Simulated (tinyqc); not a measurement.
Minority carriers and saturation current of a heavily doped emitter: one step of the calculation.

n-type, parabolic bands, full ionisation. eta = (EF - Ec)/kB T solves N = Nc F12(eta), F12(x) = (2/sqrt(pi)) int_0^infinity sqrt(u)/(1 + exp(u - x)) du. The gap shrinks rigidly by dEg = E1 [ln(N/N0) + sqrt(ln^2(N/N0) + 0.5)], an empirical law that is here taken as the true narrowing.

Question. Effective intrinsic density. ni = sqrt(Nc Nv) exp(-Eg/(2 Vt)), Eg in volts; degeneracy factor g = F12(eta) exp(-eta); nie^2 = ni^2 exp(dEg/kB T) g, p0 = nie^2/N; apparent narrowing dEg + kB T ln g.

Parameters, values chosen for the exercise; band and dielectric values close to those of silicon: temperature T = 300 K; band gap Eg = 1.13 eV; conduction-band density of states at 300 K Nc = 2.79e19 cm^-3; valence-band density of states at 300 K Nv = 2.66e19 cm^-3; ionised donor density N = 2.3e20 cm^-3; energy of the narrowing law E1 = 8 meV; density of the narrowing law N0 = 7.3e16 cm^-3.

Constants: q = 1.602176634e-19 C, kB = 1.380649e-23 J/K, Vt = kB T/q. Results are converted to the units shown.

converged eta = 4.7538570

Find: ni; dEg; g; apparent narrowing; nie; p0.

Answer.

ni = 8.783e9 cm^-3
dEg = 129.1 meV
g = 0.07105
apparent narrowing = 60.77 meV
nie = 2.845e10 cm^-3
p0 = 3.520 cm^-3

Narrowing multiplies p0 by 148 and degeneracy by 0.0710.

Range of the model: Band tails, non-parabolic bands and incomplete ionisation are left out.

Program tinyqc, `OMP_NUM_THREADS=1 python tinyqc.py 2330022 2330023 out.jsonl`; Intel Xeon 2.30GHz, shared host, one thread, about 0.01 s.
